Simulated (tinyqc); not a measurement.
# Free and trapped electrons in a MOS channel with a dense trap tail, step by step

Program tinyqc, `OMP_NUM_THREADS=1 python tinyqc.py 2222227 2222228 out.jsonl`; Intel Xeon 2.30GHz, shared host, one thread, about 0.02 s. Printed values are rounded.

p-type body, charge-sheet picture, full ionisation (an idealisation for deep acceptors), Boltzmann statistics for free electrons. e = Ec - EF at the surface. Acceptor-like traps of density D(E) = D0 + De exp(-E/Ew) at depth E below Ec, from 0 to Eu, hold n_t = integral of D(E)/(1 + exp((e - E)/Vt)). psi = Eg - Vt ln(Nv/Na) - e; N_dep = sqrt(2 eps0 eps_r Na (psi - Vt)/q); n_f = sqrt(N_dep^2 + 2 eps0 eps_r Vt Nc exp(-e/Vt)/q) - N_dep; Vg = Vfb + psi + q (N_dep + n_t + n_f)/Cox, Cox = eps0 eox/tox.

Inputs (values chosen for the exercise); band and dielectric values close to those of 4H silicon carbide: temperature T = 400 K; band gap Eg = 3.32 eV; relative permittivity eps_r = 9.79; conduction-band density of states at T Nc = 2.65e19 cm^-3; valence-band density of states at T Nv = 3.8e19 cm^-3; relative permittivity of the insulator eox = 3.9; insulator thickness tox = 52 nm; acceptor density Na = 2.7e16 cm^-3; flat-band voltage without trapped charge Vfb = -2.32 V; constant background density of acceptor-like traps D0 = 1.7e11 cm^-2 eV^-1; density of the tail at the conduction edge De = 1.7e13 cm^-2 eV^-1; decay energy of the tail Ew = 0.12 eV; depth below Ec down to which the traps reach Eu = 0.65 eV; mobility of free electrons mf = 190 cm^2/(V s); Ec - EF at the surface e = 0.195 eV.

Constants: q = 1.602176634e-19 C, kB = 1.380649e-23 J/K, Vt = kB T/q, eps0 = 8.8541878128e-14 F/cm where lengths are in cm. Results are converted to the units shown.

## Trapped charge

Trapezoid rule on 12 equal steps from 0 to Eu, f = 1/(1 + exp((e - E)/Vt)).

| point | E (eV) | D(E) f (cm^-2 eV^-1) |
|---|---|---|
| 0 | 0 | 5.97536e10 |
| 1 | 0.0541667 | 1.81769e11 |
| 2 | 0.108333 | 5.28706e11 |
| 3 | 0.1625 | 1.27792e12 |
| 4 | 0.216667 | 1.93336e12 |
| 5 | 0.270833 | 1.75494e12 |
| 6 | 0.325 | 1.27369e12 |
| 7 | 0.379167 | 8.87195e11 |
| 8 | 0.433333 | 6.28746e11 |
| 9 | 0.4875 | 4.62406e11 |
| 10 | 0.541667 | 3.56233e11 |
| 11 | 0.595833 | 2.88590e11 |
| 12 | 0.65 | 2.45512e11 |

n_t = 5.26835e11 cm^-2

With 1600 steps n_t = 5.273e11 cm^-2; the coarse value is 0.085 % below it.

## Charges and gate voltage

psi, N_dep, n_f and Vg as defined, with the n_t given; free share n_f/(n_f + n_t); apparent mobility mf n_f/(n_f + n_t); gate voltage spent on traps q n_t/Cox.

psi = 2.87511 V
N_dep = 9.10995e11 cm^-2
n_f = 1.87519e10 cm^-2
Vg = 4.06939 V
free share = 3.43701 %
apparent mobility = 6.53032 cm^2/(V s)
gate voltage spent on traps = 1.27109 V
